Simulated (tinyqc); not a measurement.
Worked calculation: coherent transport through a tight-binding region between two chains. One step of it, computed by the program tinyqc.

Task: Transmission at E = -0.01 eV. Surface Green function g = (E - i sqrt(4 t^2 - E^2)) / (2 t^2); self-energy tc^2 g on each contact site; G = (E - H - Sigma)^(-1); Gamma = -2 Im Sigma; T = Gamma_L Gamma_R |G_LR|^2; local density of states -Im G_ii / pi.

H of the central region (eV):
$$\begin{pmatrix}
0.000000 & -1.270000 & 0.000000 & 0.000000 & 0.000000 \\
-1.270000 & 0.000000 & -1.270000 & 0.000000 & 0.000000 \\
0.000000 & -1.270000 & 0.000000 & -1.610000 & 0.000000 \\
0.000000 & 0.000000 & -1.610000 & 0.000000 & -1.270000 \\
0.000000 & 0.000000 & 0.000000 & -1.270000 & 0.000000
\end{pmatrix}$$

Leads: semi-infinite chains with site energy 0:
```
parameter                           value
lead hopping t (eV)              2.740000
coupling to the left lead (eV)   0.850000
coupling to the right lead (eV)  0.810000
left contact site                       1
right contact site                      5
```

E = -0.010000 eV

Give: g; G; local density of states; transmission.

Result:

g = -0.001-0.365i 1/eV

G (1/eV):
$$\begin{pmatrix}
-0.079-1.538i & 0.468+0.005i & 0.083+1.538i & -0.368+0.006i & -0.108-1.949i \\
0.468+0.005i & 0.005-0.097i & 0.320-0.006i & -0.002+0.077i & -0.406+0.008i \\
0.083+1.538i & 0.320-0.006i & -0.080-1.538i & 0.368-0.005i & 0.105+1.949i \\
-0.368+0.006i & -0.002+0.077i & 0.368-0.005i & 0.004-0.060i & 0.321+0.006i \\
-0.108-1.949i & -0.406+0.008i & 0.105+1.949i & 0.321+0.006i & -0.130-2.471i
\end{pmatrix}$$

local density of states (1/eV): [0.489, 0.031, 0.489, 0.019, 0.787]

transmission = 0.962
